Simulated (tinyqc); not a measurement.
Inside a calculation. Method: coherent transport through a tight-binding region between two chains. One step of it, computed by the program tinyqc.

Problem. Transmission at E = 0.04 eV. Surface Green function g = (E - i sqrt(4 t^2 - E^2)) / (2 t^2); self-energy tc^2 g on each contact site; G = (E - H - Sigma)^(-1); Gamma = -2 Im Sigma; T = Gamma_L Gamma_R |G_LR|^2; local density of states -Im G_ii / pi.

H of the central region (eV):
```
           1          2
1   0.000000  -0.970000
2  -0.970000   0.000000
```

Leads: semi-infinite chains with site energy 0:
```
parameter                           value
lead hopping t (eV)              1.640000
coupling to the left lead (eV)   1.210000
coupling to the right lead (eV)  0.360000
left contact site                       1
right contact site                      2
```

E = 0.040000 eV

Give: g; G; local density of states; transmission.

Solution.

g = 0.007-0.610i 1/eV

G (1/eV):
```
               1             2
1  -0.036-0.080i  0.959+0.035i
2   0.959+0.035i  0.004-0.883i
```

local density of states (1/eV): 0.025  0.281

transmission = 0.260
